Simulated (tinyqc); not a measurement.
Franz-Keldysh effect at a direct gap: one step. Absorption with and without the field. Three cases, with inputs chosen for the exercise.

Question. Put the factors in place of sqrt(E - Eg) in alpha_j and add the bands; a waveguide of length L changes its transmission by 4.343 (alpha(F) - alpha(0)) L dB.

Parabolic bands, vertical transitions, no excitons. For each hole band j: mr = me mj/(me + mj); joint density of states J_j(E) = (mr/c)^(3/2) sqrt(E - Eg)/(2 pi^2), both spins, c = hbar^2/2m0; averaged matrix element |e.p|^2 = m0 Ep/6; alpha_j(E) = 4 pi^2 alpha_f c Ep J_j/(3 nr E) in 1/angstrom (alpha_f the fine-structure constant, listed as alpha among the constants), times 1e8 for 1/cm.

Constants: hbar^2/2m0 = 3.80998211 eV angstrom^2; fine-structure constant alpha = 0.007297352564.

Case 1.

Values chosen (near those of InGaAs; shifted at random, so the results belong to these values and not to a real crystal): Eg = 0.772 eV (direct gap); me = 0.0413 m0 (electron mass); mhh = 0.464 m0 (heavy-hole mass); mlh = 0.0524 m0 (light-hole mass); Ep = 23.6 eV (Kane energy); nr = 3.51 (refractive index); E = 0.949 eV (photon energy); L = 90 micrometre (length of a waveguide).

Scales:
```
hole     mr (m0)  th (meV)  length (angstrom)
heavy  0.0379244  81.00030             35.218
light  0.0230963  95.56062             41.548
```

Factors:
```
hole           b     Ai(b)    Ai'(b)  factor (eV^(1/2))  without field
heavy  -2.185177  0.106294  0.682955           0.439115       0.420714
light  -1.852227  0.313304  0.541194           0.461012       0.420714
```

Case 2.

Values chosen (near those of InGaAs; shifted at random, so the results belong to these values and not to a real crystal): Eg = 0.756 eV (direct gap); me = 0.0416 m0 (electron mass); mhh = 0.478 m0 (heavy-hole mass); mlh = 0.054 m0 (light-hole mass); Ep = 22.2 eV (Kane energy); nr = 3.58 (refractive index); E = 0.792 eV (photon energy); L = 41 micrometre (length of a waveguide).

Scales:
```
hole     mr (m0)  th (meV)  length (angstrom)
heavy  0.0382694  60.73203             40.488
light  0.0234979  71.45381             47.636
```

Factors:
```
hole           b     Ai(b)     Ai'(b)  factor (eV^(1/2))  without field
heavy  -0.592768  0.493559  -0.179494           0.136738       0.189737
light  -0.503822  0.476506  -0.203168           0.130731       0.189737
```

Case 3.

Values chosen (near those of InP; shifted at random, so the results belong to these values and not to a real crystal): Eg = 1.36 eV (direct gap); me = 0.0781 m0 (electron mass); mhh = 0.611 m0 (heavy-hole mass); mlh = 0.0848 m0 (light-hole mass); Ep = 20 eV (Kane energy); nr = 3.39 (refractive index); E = 1.355 eV (photon energy); L = 29 micrometre (length of a waveguide).

Scales:
```
hole     mr (m0)  th (meV)  length (angstrom)
heavy  0.0692484  15.88840             58.846
light  0.0406561  18.97470             70.277
```

Factors:
```
hole          b     Ai(b)     Ai'(b)  factor (eV^(1/2))  without field
heavy  0.314695  0.275213  -0.243895          0.0141169       0.000000
light  0.263509  0.287806  -0.248058          0.0171827       0.000000
```

Give: alpha_j in the field; alpha(F); alpha(0); change of loss.

Answer.

Case 1.

alpha_j in the field (1/cm): heavy 5.73e+03, light 2.86e+03

alpha(F) = 8.58e+03 1/cm
alpha(0) = 8094 1/cm
change of loss = 19.1 dB

Without the field the loss over L is 316 dB, so this energy is of no use for a modulator. Above the gap the field raises the absorption at this energy; the sign alternates with energy (Franz-Keldysh oscillations). Excitons, which add a sharp peak at low field, are left out.

Case 2.

alpha_j in the field (1/cm): heavy 2.00e+03, light 919

alpha(F) = 2.92e+03 1/cm
alpha(0) = 4106 1/cm
change of loss = -21.2 dB

Without the field the loss over L is 73 dB, so this energy is of no use for a modulator. Above the gap the field lowers the absorption at this energy; the sign alternates with energy (Franz-Keldysh oscillations). Excitons, which add a sharp peak at low field, are left out.

Case 3.

alpha_j in the field (1/cm): heavy 279, light 153

alpha(F) = 432 1/cm
alpha(0) = 0 1/cm
change of loss = 5.44 dB

Below the gap the field opens a tail where this model has no absorption; excitons and band tails absorb within some 10 to 20 meV of a real edge. Excitons, which add a sharp peak at low field, are left out.

Computed by tinyqc, one run a case: `OMP_NUM_THREADS=1 python tinyqc.py N N+1 out.jsonl` with N = 1652308, 1652382, 1652411; one thread of a shared Intel(R) Xeon(R) Processor @ 2.30GHz, about 0.01 s a run at most.
